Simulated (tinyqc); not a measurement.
LDA (VWN5) atom on a uniform radial grid, spin-unpolarised, for Li+, step by step. Computed by tinyqc, a small Python program that keeps every step. Settings: Z = 3, points = 128, R = 5.2, functional = lda,vwn, mixing = 0.2, iteration cap = 76. Command: `OMP_NUM_THREADS=1 python tinyqc.py 24672 24673 out.jsonl` (the two numbers bound the seeds that draw the settings). One thread of a shared host (Intel(R) Xeon(R) Processor @ 2.60GHz), about 0.2 s of CPU time with the checks. Later iterations appear only in the table of the cycle.

## Iteration 1

Spherical atom on a uniform radial grid r_j = j h with h = R/(N + 1), h sum u^2 = 1 and integrals as h times sums, u(0) = u(R) = 0 (atomic units):
```
parameter           value
Z                       3
points N              128
R                5.200000
h                0.040310
mixing           0.200000
electrons in 1s         2
```

Three-point differences turn -u''/2 + [l(l+1)/2r^2 - Z/r + V] u = e u into a tridiagonal matrix (diagonal 1/h^2 + potential, off-diagonal -1/2h^2). D = sum f u^2; the Hartree potential y/r solves y'' = -D/r with y(0) = 0, y(R) = N_e; v_xc comes from rho = D/(4 pi r^2); E = sum f e - int D V + int D (V_H/2 + eps_xc); V(new) = V + mixing (V_H + v_xc - V).

eigenvalues (hartree): 1s -4.483667

Every 8th grid point:
```
r             V in     u(1s)         D       V_H       v_xc
0.322481  0.000000  1.272043  3.236189  4.437485  -1.420222
0.644961  0.000000  0.969158  1.878535  2.910213  -0.771325
0.967442  0.000000  0.553794  0.613377  2.042785  -0.423688
1.289922  0.000000  0.281287  0.158245  1.547151  -0.235341
1.612403  0.000000  0.133944  0.035882  1.239921  -0.131834
1.934884  0.000000  0.061230  0.007498  1.033589  -0.074111
2.257364  0.000000  0.027213  0.001481  0.885980  -0.041562
2.579845  0.000000  0.011848  0.000281  0.775239  -0.023141
2.902326  0.000000  0.005077  0.000052  0.689102  -0.012759
3.224806  0.000000  0.002149  0.000009  0.620192  -0.006963
3.547287  0.000000  0.000900  1.62e-06  0.563811  -0.003766
3.869767  0.000000  0.000374  2.80e-07  0.516827  -0.002021
4.192248  0.000000  0.000154  4.74e-08  0.477071  -0.001077
4.514729  0.000000  0.000062  7.68e-09  0.442995  -0.000565
4.837209  0.000000  0.000022  1.01e-09  0.413462  -0.000277
5.159690  0.000000  2.12e-06         0  0.387620  -0.000056
```

total energy = -6.96876573 hartree

## Iteration 2

As before.

eigenvalues (hartree): 1s -3.967450

Every 8th grid point:
```
r             V in     u(1s)         D       V_H       v_xc
0.322481  0.603453  1.250665  3.128328  4.364159  -1.404950
0.644961  0.427778  0.976618  1.907565  2.889478  -0.775041
0.967442  0.323819  0.577109  0.666109  2.038029  -0.434571
1.289922  0.262362  0.304600  0.185562  1.546170  -0.246946
1.612403  0.221617  0.151177  0.045709  1.239731  -0.141727
1.934884  0.191896  0.072186  0.010422  1.033553  -0.081761
2.257364  0.168883  0.033567  0.002253  0.885973  -0.047154
2.579845  0.150420  0.015311  0.000469  0.775238  -0.027061
2.902326  0.135269  0.006883  0.000095  0.689102  -0.015409
3.224806  0.122646  0.003058  0.000019  0.620192  -0.008699
3.547287  0.112009  0.001346  3.63e-06  0.563811  -0.004870
3.869767  0.102961  0.000588  6.91e-07  0.516827  -0.002707
4.192248  0.095199  0.000254  1.29e-07  0.477071  -0.001493
4.514729  0.088486  0.000107  2.30e-08  0.442995  -0.000810
4.837209  0.082637  0.000040  3.25e-09  0.413462  -0.000407
5.159690  0.077513  3.88e-06  3.01e-11  0.387620  -0.000083
```

total energy = -7.02203871 hartree

## Iteration 3

As before.

eigenvalues (hartree): 1s -3.567774

Every 8th grid point:
```
r             V in     u(1s)         D       V_H       v_xc
0.322481  1.074604  1.232702  3.039107  4.302670  -1.392047
0.644961  0.765109  0.981398  1.926286  2.871117  -0.777417
0.967442  0.579747  0.595650  0.709597  2.033527  -0.443112
1.289922  0.469735  0.324217  0.210234  1.545170  -0.256452
1.612403  0.396895  0.166367  0.055356  1.239521  -0.150085
1.934884  0.343875  0.082281  0.013540  1.033511  -0.088403
2.257364  0.302871  0.039686  0.003150  0.885965  -0.052141
2.579845  0.269971  0.018798  0.000707  0.775236  -0.030656
2.902326  0.242954  0.008783  0.000154  0.689102  -0.017913
3.224806  0.220415  0.004060  0.000033  0.620192  -0.010390
3.547287  0.201395  0.001860  0.000007  0.563811  -0.005982
3.869767  0.185193  0.000846  1.43e-06  0.516827  -0.003421
4.192248  0.171275  0.000380  2.90e-07  0.477071  -0.001940
4.514729  0.159226  0.000167  5.56e-08  0.442995  -0.001081
4.837209  0.148720  0.000065  8.35e-09  0.413462  -0.000555
5.159690  0.139518  0.000006  7.93e-11  0.387620  -0.000115
```

total energy = -7.05650074 hartree

## Convergence

Stop when input and output potentials agree to 1e-7.

Course of the cycle (hartree):
```
iteration            E      e(1s)  largest |V(out) - V(in)|
1          -6.96876573  -4.483667                  3.56e+00
2          -7.02203871  -3.967450                  2.75e+00
3          -7.05650074  -3.567774                  2.11e+00
4          -7.07836875  -3.258155                  1.63e+00
5          -7.09200678  -3.018151                  1.25e+00
6          -7.10038373  -2.831989                  9.59e-01
7          -7.10546239  -2.687491                  7.36e-01
8          -7.10850782  -2.575254                  5.64e-01
9          -7.11031763  -2.488014                  4.32e-01
10         -7.11138538  -2.420155                  3.32e-01
11         -7.11201175  -2.367333                  2.55e-01
...                ...        ...                       ...
64         -7.11288513  -2.178908                  9.46e-07
65         -7.11288513  -2.178908                  7.54e-07
66         -7.11288513  -2.178908                  6.02e-07
67         -7.11288513  -2.178908                  4.80e-07
68         -7.11288513  -2.178908                  3.83e-07
69         -7.11288513  -2.178908                  3.05e-07
70         -7.11288513  -2.178908                  2.44e-07
71         -7.11288513  -2.178907                  1.94e-07
72         -7.11288513  -2.178907                  1.55e-07
73         -7.11288513  -2.178907                  1.24e-07
74         -7.11288513  -2.178907                  9.87e-08
```

Converged in 74 iterations. A uniform grid resolves the cusp poorly: for a bare nucleus this grid gives 1s at -4.48367 against -Z^2/2 = -4.5 hartree. Before convergence this energy mixes input and output and is not variational, so it may rise towards its limit.
